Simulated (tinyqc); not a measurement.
Atomic layer deposition: Langmuir saturation, growth per cycle and coating of deep features: one step, computed by the program tinyqc. Command: `OMP_NUM_THREADS=1 python tinyqc.py 3031211 3031212 out.jsonl ald walk`. One thread of a shared host (Intel(R) Xeon(R) Processor @ 2.30GHz), about 0.01 s of CPU time with the checks.

Precursor A sticks only on free sites, so a long enough pulse saturates; co-reactant B then frees the sites again.

Problem. The first four cycles. One cycle from coverage th0: pulse A gives th1 = th_s + (th0 - th_s) exp(-(k_a + k_d) t), th_s = k_a/(k_a + k_d); the purge leaves th2 = th1 exp(-k_d t_p); pulse B converts c_B th2 into film and leaves th3 = (1 - c_B) th2. Growth = G c_B th2. Start from th0 = 0.

Inputs (values chosen for the exercise, modelled on zinc oxide from diethylzinc and water): growth per cycle at saturation G = 1.9 angstrom; temperature T = 250 C; pulse time t = 3.1 s; co-reactant completion per pulse c_B = 0.95; purge time t_p = 2.1 s.

k_a = 6.039096 1/s

k_d = 0.004816111 1/s

Give: Cycles.

Solution.

Cycles:
```
cycle       th0      th1      th2       th3  growth (angstrom)
1      0.000000  0.99920  0.98915  0.049457             1.7854
2      0.049457  0.99920  0.98915  0.049457             1.7854
3      0.049457  0.99920  0.98915  0.049457             1.7854
4      0.049457  0.99920  0.98915  0.049457             1.7854
```
